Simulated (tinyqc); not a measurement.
Sheet resistance and Hall data of a diffused or implanted layer: one step, computed by the program tinyqc.

Carriers are taken equal to the net active doping down to the junction (full ionisation, which deep dopants in wide-gap hosts do not reach; no spill-over, no depletion), and the Hall factor is 1.

Problem. Profile. N(x) = N_0 exp(-x^2/l^2), dose N_0 l sqrt(pi)/2, junction x_j = l sqrt(ln(N_0/N_B)). Mobility mu = mu_min + (mu_max - mu_min)/(1 + (N_t/N_ref)^alpha), N_t = active doping + N_B; carriers n = active doping - N_B, active doping min(N, N_s). sigma = e n mu.

Inputs (values chosen for the exercise, modelled on arsenic in silicon):
```
quantity                                 value        unit
mu_min                                    53.1  cm^2/(V s)
mu_max                                    1420  cm^2/(V s)
N_ref                                    9e+16      1/cm^3
exponent alpha                            0.66           -
peak concentration N_0                 3.4e+20      1/cm^3
length scale l                              16          nm
background doping N_B (opposite type)  3.6e+16      1/cm^3
solubility limit N_s                   1.8e+20      1/cm^3
```

Profile: Gaussian at the surface. Activation: limited by solubility.

Constants: e = 1.602176634e-19 C.

Give: Depth, doping, carriers, mobility and conductivity at 2, 10, 20, 35, 50, 65, 80, 90 and 98 % of the layer.

Solution.

Depth, doping, carriers, mobility and conductivity at 2, 10, 20, 35, 50, 65, 80, 90 and 98 % of the layer:
```
x (nm)  N (1/cm^3)  n (1/cm^3)  mu (cm^2/(V s))  sigma (S/cm)
0.97     3.388e+20   1.800e+20             62.1     1.790e+03
4.84     3.103e+20   1.800e+20             62.1     1.790e+03
9.68     2.358e+20   1.800e+20             62.1     1.790e+03
16.94    1.108e+20   1.108e+20             65.5     1.162e+03
24.20    3.449e+19   3.445e+19             79.5     4.389e+02
31.46    7.112e+18   7.076e+18            125.3     1.420e+02
38.73    9.713e+17   9.353e+17            283.9     4.254e+01
43.57    2.049e+17   1.689e+17            522.0     1.413e+01
47.44    5.173e+16   1.573e+16            742.3     1.870e+00
```

The mobility varies by a factor 12.0 across these points and the conductivity by 957.
